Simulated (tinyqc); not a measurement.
Activation against anneal temperature: dopants and charged point defects at anneal temperature: Fermi-level effect, clustering and pairing. Computed by tinyqc, a small Python program. Command: `OMP_NUM_THREADS=1 python tinyqc.py 3000006 3000007 out.jsonl pairing walk`. One thread of a shared host (Intel(R) Xeon(R) Processor @ 2.30GHz), about 0.02 s of CPU time with the checks.

Boltzmann statistics and full ionisation of active dopants. Energies are counted from the valence band; the defect (a vacancy or self-interstitial) has five charge states, with all degeneracy factors one.

Inputs (values chosen for the exercise, with bands modelled on germanium):
```
quantity                       value   unit
gap at 0 K E_g0                0.731     eV
Varshni alpha               0.000486   eV/K
Varshni beta                     235      K
electron mass m_e              0.227    m_0
valleys M_c                        4      -
hole mass m_h                  0.346    m_0
anneal temperature T             800      K
total dopant density N       1.4e+19  cm^-3
site density N_s             2.7e+22  cm^-3
dopant atoms per cluster k         3      -
cluster binding energy E_b     0.975     eV
```

Dopant: donor. Second part: clustering of the dopant.

Constants: m_0 = 9.1093837015e-31 kg; k_B = 1.380649e-23 J/K; h = 6.62607015e-34 J s; k_B = 8.617333262e-05 eV/K.

Method:
- E_g = E_g0 - alpha T^2/(T + beta).
- N_c = 2 M_c (2 pi m_e k_B T/h^2)^(3/2) and N_v = 2 (2 pi m_h k_B T/h^2)^(3/2), masses in units of m_0.
- n_i = sqrt(N_c N_v) exp(-E_g/2 k_B T); E_i = E_g/2 + (k_B T/2) ln(N_v/N_c).
- n = A/2 + sqrt(A^2/4 + n_i^2) for an active density A.
- k ionised dopants and k carriers form one neutral cluster: C = N_s (A/N_s)^k (n/N_b)^k exp(E_b/k_B T), N_b the effective density of states of the majority band, and N = A + k C (60 bisections in ln A between ln N - 90 and ln N).

Equilibrium activation:
```
T (K)  n_i (cm^-3)  active A (cm^-3)  clusters C (cm^-3)  active share
480     1.4544e+16        3.4131e+18          3.5290e+18       0.24379
560     7.1094e+16        6.3600e+18          2.5467e+18       0.45428
640     2.4159e+17        9.7206e+18          1.4265e+18       0.69433
720     6.4146e+17        1.2439e+19          5.2026e+17       0.88852
800     1.4287e+18        1.3640e+19          1.1986e+17       0.97432
880     2.7945e+18        1.3921e+19          2.6456e+16       0.99433
960     4.9510e+18        1.3977e+19          7.7139e+15       0.99835
```

What does the comparison show, and why?

The active share goes from 0.244 at 480 K to 0.998 at 960 K, so a layer activated by a hot, short anneal is metastable and deactivates in later, cooler steps if the dopant can move.
